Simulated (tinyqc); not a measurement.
Fermi level and growth conditions: formation energy of a charged point defect from supercell energies. Computed by tinyqc, a small Python program. Command: `OMP_NUM_THREADS=1 python tinyqc.py 3006114 3006115 out.jsonl formation walk`. One thread of a shared host (Intel(R) Xeon(R) Processor @ 2.30GHz), about 0.01 s of CPU time with the checks.

The host is a compound AB. Making the defect adds n_A = -1, n_B = 0, n_X = 1 atoms to the cell. All total energies are inputs. E_F is counted from the valence-band maximum (VBM); x = 0 is A-rich and x = 1 B-rich growth.

Inputs (values chosen for the exercise, for a model compound AB):
```
quantity                      value      unit
gap E_g                        2.41        eV
E_VBM of the host cell        3.987        eV
potential alignment dV        -0.14        eV
dielectric constant eps         9.6         -
cell length L                  9.25  angstrom
mu_A of the pure element     -3.667        eV
formation enthalpy dH of AB   -2.06        eV
growth condition x             0.41         -
mu_X of the pure element     -1.392        eV
formation enthalpy of XB      -0.63        eV
```

Defect: impurity X on an A site. Supercell lattice: fcc.

charge states q: 0  -1  -2

E(defect, q) - E(host), in the order of q (eV): 4.68  10.442  14.821

Constants: e^2/(4 pi eps_0) = 14.39964548 eV angstrom.

Method:
- dmu_A = x dH and dmu_B = (1 - x) dH, so that dmu_A + dmu_B = dH; mu = mu(element) + dmu. The impurity is held at its solubility limit: dmu_X = min(0, dH(XB) - dmu_B).
- The reservoir term is sum n_i mu_i.
- Image-charge correction of a point charge in a neutralising background: E_corr = q^2 alpha e^2/(4 pi eps_0) / (2 eps L), alpha = 2.888282 for a fcc array with L the cube root of the volume.
- E_f(q, E_F) = [E(defect, q) - E(host)] - sum n_i mu_i + q (E_VBM + dV + E_F) + E_corr(q).
- Each entry is the lowest E_f over q.

E_f(q, 0) (eV): (q=0) 1.56040, (q=-1) 3.70958, (q=-2) 4.94412

sum n_i mu_i = 3.1196 eV

Lowest formation energy (eV):
```
E_F (eV)  stable q  A-rich, x = 0  x = 0.5  B-rich, x = 1
0.000            0         2.4050   1.3750        0.97500
0.301            0         2.4050   1.3750        0.97500
0.602            0         2.4050   1.3750        0.97500
0.904            0         2.4050   1.3750        0.97500
1.205            0         2.4050   1.3750        0.97500
1.506            0         2.4050   1.3750        0.97500
1.808           -2         2.1727   1.1427        0.74272
2.109           -2         1.5707   0.5407        0.14072
2.410           -2         0.9687  -0.0613       -0.46128
```

What follows from these numbers?

Going from A-rich to B-rich growth shifts every line by -1.430 eV and moves no transition level. The slope of the envelope is the stable charge, so E_f is highest in the rows from E_F = 0 to 1.51 eV, where the neutral state is stable: the defect forms most easily in n-type material. Under B-rich growth E_f turns negative for part of the gap, so in equilibrium E_F cannot enter that part. Caution: the largest image-charge correction in these energies, q^2 alpha e^2/(8 pi eps_0 eps L) with alpha = 2.888282, exceeds a quarter of the gap; the point-charge term alone is then a rough estimate, usually too large for a charge that is spread out.

Extremes, crossings and ranges named in words are read from the listed rows.
